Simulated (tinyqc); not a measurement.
Expansion against temperature: quasi-harmonic thermal expansion with mode Grueneisen parameters. Computed by tinyqc, a small Python program. Command: `OMP_NUM_THREADS=1 python tinyqc.py 3029795 3029796 out.jsonl qha walk`. One thread of a shared host (Intel(R) Xeon(R) Processor @ 2.30GHz), about 0.03 s of CPU time with the checks.

A crystal with two atoms a cell; per atom there are 1 transverse acoustic (TA), 1/2 longitudinal acoustic (LA) and 3/2 optical (O) modes. Every frequency of group i scales as nu_i (V/V0)^(-gamma_i). Each group has one frequency. Static energy: E = (9 V0 B0/16) [y^3 B' + y^2 (2 - 4 y)], y = (V0/V)^(2/3) - 1, with pressure P_s = (3 B0/2) (z^7 - z^5) [1 + (3/4)(B' - 4)(z^2 - 1)], z = (V0/V)^(1/3).

Inputs (values chosen for the exercise, for a model crystal): static volume V0 = 22.3 angstrom^3/atom; static bulk modulus B0 = 32.6 GPa; static B' = 3.98; frequency nu_TA = 3.89 THz; frequency nu_LA = 9.47 THz; frequency nu_O = 11.7 THz; Grueneisen parameter gamma_TA = 1.1; Grueneisen parameter gamma_LA = 0.86; Grueneisen parameter gamma_O = 1.2.

Acoustic groups: Einstein.

Constants: h x 1 THz = 4.135667696 meV; k_B = 8.617333262e-05 eV/K; 1 eV/angstrom^3 = 160.2176634 GPa.

Method:
- For a mode with x = h nu/(k_B T), n = 1/(exp(x) - 1): U = h nu (n + 1/2), C/k_B = x^2 n (n + 1); U_i and C_i sum these over group i with its weight per atom.
- Phonon pressure P_ph = sum_i gamma_i U_i/V.
- B_T = -V d(P_s + P_ph)/dV at fixed T (central difference, step 1e-4 V); alpha_V = sum gamma_i C_i k_B/(B_T V), all at V(T); the linear coefficient is alpha_L = alpha_V/3.
- V(T) solves P_s + P_ph = 0. The Grueneisen estimate uses C_i, V0 and B0 at the static volume; gamma_th = sum gamma_i C_i / sum C_i is taken at V(T).

Quasi-harmonic results:
```
T (K)  V/V0 - 1 (%)  B_T (GPa)  alpha_L (ppm/K)  alpha_L, Grueneisen estimate  gamma_th
20           1.3467     31.807            0.060                         0.054    1.1000
40           1.3507     31.798            1.537                         1.459    1.0992
70           1.3787     31.755            4.543                         4.388    1.0929
100          1.4333     31.678            7.433                         7.178    1.0912
150          1.5815     31.483           11.848                        11.429    1.0966
220          1.8822     31.130           15.907                        15.291    1.1025
300          2.3058     30.683           18.415                        17.578    1.1057
450          3.2165     29.810           20.663                        19.391    1.1081
700          4.9044     28.334           22.404                        20.354    1.1092
1000         7.1102     26.573           23.791                        20.719    1.1096
```

What follows from these numbers?

alpha_L is positive throughout. gamma_th moves from 1.10, near gamma_TA = 1.1, to 1.11, near the average over all modes, 1.11, as the stiffer groups take up their share of C (not monotonically: the LA group comes in before the optical one). B_T changes by -16.5 % over the table, and at the highest T the estimate at fixed V0 and B0 is off by -12.9 %. Rows with a volume change above 4 % are beyond the safe range of the quasi-harmonic model. In the coldest rows alpha_L is far too small in size, since one frequency a group leaves out the long acoustic waves.

Extremes, crossings and ranges named in words are read from the listed rows.
